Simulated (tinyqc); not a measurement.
Inside a calculation: trap in a gate oxide as a short-range spherical well. Values are carried at full precision from step to step, so a last printed digit may differ when a step is redone from the rounded ones.

A spherical well of radius R and depth V0 below the conduction edge, one mass m, c = hbar^2/2m0. The s level at binding Et solves k cot(k R) = -kappa with k = sqrt(m (V0 - Et)/c), kappa = sqrt(m Et/c); it exists for V0 > Vc = c (pi/2R)^2/m. Outside, psi falls as exp(-kappa r)/r.

Constants: hbar^2/2m0 = 3.80998211 eV angstrom^2; fine-structure constant alpha = 0.007297352564; hc = 1239.841984 eV nm; kB = 8.617333262e-05 eV/K.

Values chosen for the exercise (near those of HfO2 on Si; the results hold for these values, not for the real material): R = 3 angstrom (radius of the well); V0 = 9.3 eV (depth of the well); m = 0.188 m0 (mass); n_r = 1.94 (refractive index); dEc = 1.5 eV (conduction offset to the channel); Fox = 4.1 MV/cm (oxide field, lowering levels away from the channel); t0 = 5.1 x 1e-11 s (time constant at the interface); T = 300 K (temperature); EF = -0.09 eV (Fermi level above the channel edge); x = 12 angstrom (depth of the trap).

## The bound level

Solve for Et; the share outside is [sin^2(kR)/(2 kappa)]/[sin^2(kR)/(2 kappa) + R/2 - sin(2kR)/(4k)].

Et = 1.0522 eV
k = 0.6379 1/angstrom
kappa = 0.2279 1/angstrom
share outside = 0.527
Vc = 5.556 eV

The well is 1.67 times the critical depth. Since dEt/dV0 equals the share inside, 0.47, a 1 % change of V0 moves Et by 4.2 %. The decay length is 4.4 angstrom, 1.5 times R.

## Peak of the photo-ionisation cross-section

Lucovsky model (delta well, plane-wave final states, no local-field factor): sigma = (32 pi alpha c/(3 n_r m Et)) (x - 1)^(3/2)/x^3, x = h nu/Et, c = hbar^2/2m0; 1 angstrom^2 = 1e-16 cm^2.

The maximum lies at x = 2. Give the photon energy, its wavelength and sigma there.

h nu = 2.104 eV
wavelength = 589 nm
sigma = 30.3 x 1e-18 cm^2

With 53 % of the state outside the well the delta-well form is only a rough model of this centre.

## Level, tunnelling time and occupation

Energies from the conduction edge of the channel. The trap level at depth x is E_T = dEc - Et - e Fox x (1 MV/cm = 0.01 eV/angstrom). An electron at the channel edge tunnels with the WKB exponent S = (4/3) sqrt(m/c) [dEc^(3/2) - (dEc - e Fox x)^(3/2)]/(e Fox), c = hbar^2/2m0; tau = t0 exp(S); the occupation is f = 1/(1 + exp((E_T - EF)/kB T)), tau_c = tau/f and tau_e = tau/(1 - f). Lattice relaxation is left out; a level below the channel edge needs phonons as well, so tau is then a lower bound, while a level above it can also empty elastically at its own energy, through a thinner barrier, faster than this tau.

Give E_T, S, tau and ln(tau_c/tau_e) = (E_T - EF)/kB T.

E_T = -0.044 eV
S = 5.960
tau = 1.98e-08 s
ln(tau_c/tau_e) = 1.8

The level lies within 3 kB T of EF, so the trap switches and shows as telegraph noise. A flat barrier would give S = 2 sqrt(m dEc/c) x = 6.53.

## Checks

- Et from the radial equation on a grid against the matching condition, eV: both 1.05.

Computed by tinyqc, a small Python program: `OMP_NUM_THREADS=1 python tinyqc.py 1281328 1281329 out.jsonl` (the numbers bound the seed that draws the inputs); one thread of a shared host (Intel(R) Xeon(R) Processor @ 2.30GHz), about 0.01 s for the whole set of steps.
